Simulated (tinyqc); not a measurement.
## Thickness and doping from the maximum and minimum capacitance

Problem. A MOS capacitor has Cmax = Cox = eps0 eox/tox and 1/Cmin = 1/Cox + Wm/(eps0 eps_r), with Wm = sqrt(4 eps0 eps_r Vt ln(N/ni)/(q N)) and N well above ni. Find tox, Wm and N.

Inputs (values chosen for the exercise); band and dielectric values close to those of gallium arsenide:
```
symbol,value,unit,meaning
T,400,K,temperature
eps_r,12.7,,relative permittivity
eox,3.9,,relative permittivity of the gate insulator (close to silicon dioxide)
```

Constants: q = 1.602176634e-19 C, kB = 1.380649e-23 J/K, Vt = kB T/q, eps0 = 8.8541878128e-14 F/cm where lengths are in cm. Results are converted to the units shown.

Cmax = 0.42631275 uF/cm^2
Cmin = 0.16876304 uF/cm^2
ni = 2.2519386e9 cm^-3

Solution. Cmax gives tox and the series difference Wm. N follows by iterating N = 4 eps0 eps_r Vt ln(N/ni)/(q Wm^2); ln(N/ni)/N falls steadily for N > e ni, so there is one root in that range.

tox = 8.100 nm
Wm = 40.25 nm
N = 1.200e18 cm^-3

Program tinyqc, `OMP_NUM_THREADS=1 python tinyqc.py 2060016 2060017 out.jsonl`; Intel Xeon 2.30GHz, shared host, one thread, about 0.01 s.
